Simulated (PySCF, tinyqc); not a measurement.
Inside a calculation. Method: FCI on RHF in the sto-6g basis, frozen core, for BeH+, spin multiplicity 1. The lowest restricted solution is unstable here: a spin-polarised one lies 0.0105 hartree lower (PySCF). One step of it, computed by the program tinyqc.

Problem. FCI: determinants and Hamiltonian. Slater-Condon rules over spin orbitals, with the nuclear repulsion and the energy of the frozen orbital added and E(HF) subtracted on the diagonal. Only determinants linked to the reference directly or through others are kept (one block of an abelian symmetry group), so some states are absent.

one-electron integrals dressed by the frozen orbital, h + 2 (pq|11) - (p1|1q) (hartree), lower triangle:
```
           2          3          4          5          6
2  -1.090034
3   0.064674  -0.841505
4   0.000000   0.000000  -0.771836
5   0.000000   0.000000   0.000000  -0.771836
6  -0.017562   0.056894   0.000000   0.000000  -0.714165
```

energy of the frozen orbital, 2 h_11 + (11|11) = -14.15881515 hartree

Two-electron integrals over orbitals (pq|rs), unique and non-zero (hartree); the lowest 1 orbital is frozen and left out:
```
(22|22) 0.449840    (32|22) -0.064674   (32|32) 0.066648    (33|22) 0.327869
(33|32) 0.031894    (33|33) 0.422600    (42|42) 0.045760    (43|42) 0.035068
(43|43) 0.048061    (44|22) 0.346269    (44|32) 0.043693    (44|33) 0.380195
(44|44) 0.450117    (52|52) 0.045760    (53|52) 0.035068    (53|53) 0.048061
(54|54) 0.024258    (55|22) 0.346269    (55|32) 0.043693    (55|33) 0.380195
(55|44) 0.401601    (55|55) 0.450117    (62|22) 0.017562    (62|32) -0.057397
(62|33) -0.006608   (62|44) -0.070503   (62|55) -0.070503   (62|62) 0.117761
(63|22) -0.057145   (63|32) 0.062816    (63|33) 0.048996    (63|44) 0.038655
(63|55) 0.038655    (63|62) -0.061727   (63|63) 0.079299    (64|42) -0.024876
(64|43) -0.007206   (64|64) 0.022126    (65|52) -0.024876   (65|53) -0.007206
(65|65) 0.022126    (66|22) 0.456200    (66|32) -0.067932   (66|33) 0.356236
(66|44) 0.350439    (66|55) 0.350439    (66|62) 0.040987    (66|63) -0.059095
(66|66) 0.490965
```

nuclear repulsion = 1.13072054 hartree

Hartree-Fock energy = -14.75832359 hartree

Give: determinants; H - E(HF) between determinants.

Solution.

Occupation strings over the orbitals (2 doubly, a alpha, b beta, 0 empty; spin orbitals ordered 1a 1b 2a 2b ...): 220000 2ab000 2a000b 2ba000 2b000a 202000 20a00b 200200 200020 20b00a 200002

H - E(HF) between determinants (hartree), lower triangle:
```
         220000   2ab000   2a000b   2ba000   2b000a   202000   20a00b  200200
220000   0.0000
2ab000   0.0000   0.1266
2a000b   0.0000  -0.0003   0.3822
2ba000   0.0000  -0.0666   0.0574   0.1266
2b000a   0.0000   0.0574  -0.1178  -0.0003   0.3822
202000   0.0666   0.0966   0.0628  -0.0966  -0.0628   0.4698
20a00b  -0.0574   0.0628  -0.0033   0.0242   0.0617   0.1059   0.5308
200200   0.0458   0.0351  -0.0249  -0.0351   0.0249   0.0481  -0.0072  0.6367
200020   0.0458   0.0351  -0.0249  -0.0351   0.0249   0.0481  -0.0072  0.0243
20b00a   0.0574   0.0242   0.0617   0.0628  -0.0033  -0.1059  -0.0793  0.0072
200002   0.1178  -0.0617   0.0234   0.0617  -0.0234   0.0793  -0.0022  0.0221

        200020  20b00a  200002
200020  0.6367
20b00a  0.0072  0.5308
200002  0.0221  0.0022  0.7929
```
